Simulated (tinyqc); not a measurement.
## A and C from the efficiency peak

Problem. ABC model of an LED: J = q da (A n + Ba n^2 + Ca n^3), IQE = Ba n^2/(A n + Ba n^2 + Ca n^3), differential lifetime 1/(A + 2 Ba n + 3 Ca n^2). The peak lies at n = sqrt(A/Ca). Given Ba, find n at the peak, A and Ca.

Inputs (values chosen for the exercise):
- Ba = 7.8e-10 cm^3/s (radiative coefficient of the active layer)
- da = 38 nm (thickness of the active layer)

Constants: q = 1.602176634e-19 C. Results are converted to the units shown.

peak IQE = 98.530970 %
J at the peak = 3.4226526 A/cm^2

Answer. IQE J = q da Ba n^2 gives n. At the peak A n = Ca n^3, each being half of the non-radiative rate Ba n^2 (1/IQE - 1).

n at the peak = 8.427e16 cm^-3
A = 4.900e5 1/s
Ca = 6.900e-29 cm^6/s

Program tinyqc, `OMP_NUM_THREADS=1 python tinyqc.py 2300038 2300039 out.jsonl`; Intel Xeon 2.30GHz, shared host, one thread, about 0.01 s.
